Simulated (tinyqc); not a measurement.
Born-Mayer model of an ionic crystal AB: one step, computed by the program tinyqc. Command: `OMP_NUM_THREADS=1 python tinyqc.py 3006085 3006086 out.jsonl bornmayer walk`. One thread of a shared host (Intel(R) Xeon(R) Processor @ 2.30GHz), about 0.01 s of CPU time with the checks.

Energies are per ion pair and r is the nearest distance of unlike ions.

Question. Under pressure. Madelung constant M, unlike neighbours z1, like neighbours z2 at f r, volume per pair: rock salt 1.747565, 6, 12, sqrt2, 2 r^3; caesium chloride 1.762675, 8, 6, 2/sqrt3, 8 r^3/(3 sqrt3); zinc blende 1.638055, 4, 12, sqrt(8/3), 16 r^3/(3 sqrt3). U(r) = -M z^2 e^2/(4 pi eps_0 r) + z1 lambda exp(-r/rho). With the volume written as c r^3, under pressure take the root at the minimum of the enthalpy and solve U'(r) + 3 c r^2 P = 0; H = U + P V; B = (U'' - 2 U'/r)/(9 c r).

Inputs (values chosen for the exercise, for a model salt):
```
quantity                 value      unit
ionic charge z               1         -
unlike repulsion lambda   1830        eV
range rho                0.324  angstrom
pressure P                   5       GPa
```

Structure: rock salt. Short range: nearest neighbours only.

Constants: e^2/(4 pi eps_0) = 14.39964548 eV angstrom; 1 eV/angstrom^3 = 160.2176634 GPa.

Give: distance at P; volume at P; enthalpy at P; bulk modulus at P.

Answer.

distance at P = 2.887 angstrom

volume at P = 48.10 angstrom^3

enthalpy at P = -5.733 eV per pair

bulk modulus at P = 40.47 GPa
